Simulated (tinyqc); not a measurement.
Worked calculation: plane-wave Kohn-Sham cycle with exchange-only LDA in a layered model solid. Computed by tinyqc, a small Python program that keeps every step. Settings: points = 16, plane-wave index or count = 3, electrons = 2, k points = 4, area = 27.0, mixing = 1.0, iteration cap = 62, Kerker q0 = 1.01. Command: `OMP_NUM_THREADS=1 python tinyqc.py 23342 23343 out.jsonl` (the two numbers bound the seeds that draw the settings). One thread of a shared host (Intel(R) Xeon(R) Processor @ 2.60GHz), about 0.03 s of CPU time with the checks. Later iterations appear only in the table of the cycle.

## Iteration 1: potential

A solid whose potential varies along x alone (atomic units):
```
parameter                      value
period a                   12.600000
cross-section of the cell  27.000000
electrons per cell                 2
grid points                       16
plane waves -n..n, n               3
k points                           4
V1 in V1 cos(2 pi x/a)     -0.640000
V2 in V2 cos(4 pi x/a)     -0.180000
```

density at the start, on the grid x_j = j a/N (e/bohr^3): 0.00587889  0.00587889  0.00587889  0.00587889  0.00587889  0.00587889  0.00587889  0.00587889  0.00587889  0.00587889  0.00587889  0.00587889  0.00587889  0.00587889  0.00587889  0.00587889

V_H(G) = 4 pi rho(G)/G^2 for G != 0 (uniform background); v_x = -(3 rho/pi)^(1/3); V = V_ext + V_H + v_x; Fourier components f(G_m) = (1/N) sum_j f(x_j) exp(-i G_m x_j).

Potentials on the grid (hartree):
```
x              V_ext       V_H        v_x          V
0.000000   -0.820000  0.000000  -0.177728  -0.997728
0.787500   -0.718562  0.000000  -0.177728  -0.896290
1.575000   -0.452548  0.000000  -0.177728  -0.630276
2.362500   -0.117638  0.000000  -0.177728  -0.295366
3.150000    0.180000  0.000000  -0.177728   0.002272
3.937500    0.372197  0.000000  -0.177728   0.194469
4.725000    0.452548  0.000000  -0.177728   0.274820
5.512500    0.464004  0.000000  -0.177728   0.286276
6.300000    0.460000  0.000000  -0.177728   0.282272
7.087500    0.464004  0.000000  -0.177728   0.286276
7.875000    0.452548  0.000000  -0.177728   0.274820
8.662500    0.372197  0.000000  -0.177728   0.194469
9.450000    0.180000  0.000000  -0.177728   0.002272
10.237500  -0.117638  0.000000  -0.177728  -0.295366
11.025000  -0.452548  0.000000  -0.177728  -0.630276
11.812500  -0.718562  0.000000  -0.177728  -0.896290
```

V(G_m), m = 0, 1, 2, ... (hartree): -0.177728  -0.320000  -0.090000  0.000000  0.000000  0.000000  0.000000

## Iteration 1: Hamiltonian at one k

k = 0.125000 2 pi / a

H(m,m') = (k + G_m)^2/2 delta + V(G_m - G_m'), with V(-G) = V(G).

H (hartree), lower triangle:
```
           -3         -2         -1         +0         +1         +2        +3
-3   0.849967
-2  -0.320000   0.259383
-1  -0.090000  -0.320000  -0.082535
+0   0.000000  -0.090000  -0.320000  -0.175785
+1   0.000000   0.000000  -0.090000  -0.320000  -0.020368
+2   0.000000   0.000000   0.000000  -0.090000  -0.320000   0.383716
+3   0.000000   0.000000   0.000000   0.000000  -0.090000  -0.320000  1.036468
```

## Iteration 1: levels at that k

Diagonalise the Hermitian matrix.

eigenvalues (hartree): -0.726273  -0.228053  0.148167  0.399157  0.495934  0.992898  1.169015

## Iteration 1: new density

Motion across x is left out: the lowest 1 band(s) hold two electrons at each of the k points (j + 1/2)/nk - 1/2. Residual R = rho(out) - rho(in); rho(new) = rho(in) + 1 R, with R(G) scaled by G^2/(G^2 + 1.01^2) (Kerker). rho(out) = 2/(a A nk) sum |psi|^2 with psi = sum c exp(i G x). Harris energy E = band energy - dV sum rho (V_H/2 + v_x) + (3/4) dV sum rho v_x with rho(in), dV = a A/N, band energy = (2/nk) sum of the filled levels.

rho(out) (e/bohr^3): 0.02856655  0.02154470  0.00899632  0.00193710  0.00021916  0.00003226  0.00001517  0.00000152  0.00000331  0.00000152  0.00001517  0.00003226  0.00021916  0.00193710  0.00899632  0.02154470

density after iteration 1 (e/bohr^3): 0.01527443  0.01097560  0.00424552  0.00225230  0.00347726  0.00470489  0.00532641  0.00558279  0.00565835  0.00558279  0.00532641  0.00470489  0.00347726  0.00225230  0.00424552  0.01097560

energy per cell = -1.36301523 hartree

## Iteration 2: potential

As before.

Potentials on the grid (hartree):
```
x              V_ext        V_H        v_x          V
0.000000   -0.820000   0.163742  -0.244331  -0.900589
0.787500   -0.718562   0.130198  -0.218843  -0.807207
1.575000   -0.452548   0.058524  -0.159454  -0.553478
2.362500   -0.117638  -0.003883  -0.129082  -0.250603
3.150000    0.180000  -0.040136  -0.149189  -0.009325
3.937500    0.372197  -0.057561  -0.165009   0.149627
4.725000    0.452548  -0.065428  -0.171976   0.215144
5.512500    0.464004  -0.068754  -0.174693   0.220557
6.300000    0.460000  -0.069663  -0.175477   0.214860
7.087500    0.464004  -0.068754  -0.174693   0.220557
7.875000    0.452548  -0.065428  -0.171976   0.215144
8.662500    0.372197  -0.057561  -0.165009   0.149627
9.450000    0.180000  -0.040136  -0.149189  -0.009325
10.237500  -0.117638  -0.003883  -0.129082  -0.250603
11.025000  -0.452548   0.058524  -0.159454  -0.553478
11.812500  -0.718562   0.130198  -0.218843  -0.807207
```

V(G_m), m = 0, 1, 2, ... (hartree): -0.172269  -0.275489  -0.084620  -0.004721  -0.001732  0.001165  0.001235

## Iteration 2: Hamiltonian at one k

k = 0.125000 2 pi / a

As before.

H (hartree), lower triangle:
```
           -3         -2         -1         +0         +1         +2        +3
-3   0.855427
-2  -0.275489   0.264842
-1  -0.084620  -0.275489  -0.077076
+0  -0.004721  -0.084620  -0.275489  -0.170326
+1  -0.001732  -0.004721  -0.084620  -0.275489  -0.014909
+2   0.001165  -0.001732  -0.004721  -0.084620  -0.275489   0.389175
+3   0.001235   0.001165  -0.001732  -0.004721  -0.084620  -0.275489  1.041927
```

## Iteration 2: levels at that k

As before.

eigenvalues (hartree): -0.639708  -0.168381  0.148247  0.367630  0.473045  0.964972  1.143255

## Iteration 2: new density

As before.

rho(out) (e/bohr^3): 0.02808984  0.02134711  0.00916813  0.00211879  0.00028199  0.00004765  0.00001927  0.00000203  0.00000255  0.00000203  0.00001927  0.00004765  0.00028199  0.00211879  0.00916813  0.02134711

density after iteration 2 (e/bohr^3): 0.01940467  0.01390101  0.00474514  0.00107948  0.00195791  0.00351256  0.00452073  0.00502253  0.00517894  0.00502253  0.00452073  0.00351256  0.00195791  0.00107948  0.00474514  0.01390101

energy per cell = -1.21760925 hartree

## Convergence

Stop when sqrt(dV sum R^2) is below 1e-8, dV = a A/N.

Course of the cycle:
```
iteration  E (hartree)  norm of the residual
1          -1.36301523              1.70e-01
2          -1.21760925              1.17e-01
3          -1.12665105              8.78e-02
4          -1.07228307              6.84e-02
5          -1.03974830              5.39e-02
6          -1.02020192              4.26e-02
7          -1.00848672              3.37e-02
8          -1.00152941              2.66e-02
9          -0.99745090              2.10e-02
10         -0.99509817              1.65e-02
11         -0.99376828              1.30e-02
...                ...                   ...
52         -0.99241962              9.12e-07
53         -0.99241962              7.25e-07
54         -0.99241962              5.77e-07
55         -0.99241962              4.59e-07
56         -0.99241962              3.65e-07
57         -0.99241962              2.91e-07
58         -0.99241962              2.31e-07
59         -0.99241962              1.84e-07
60         -0.99241962              1.46e-07
61         -0.99241962              1.17e-07
62         -0.99241962              9.27e-08
```

Not converged within 62 iterations: the residual falls steadily but slowly, by a factor of about 0.80 a step. Reruns (cap 100 unless said): mixing 0.1: not converged; mixing 0.5, Kerker q0 1.0: not converged; mixing 0.3, Pulay depth 5: converged in 22 (E = -0.99242); the original settings with a cap of 400: converged in 72 (E = -0.99242).
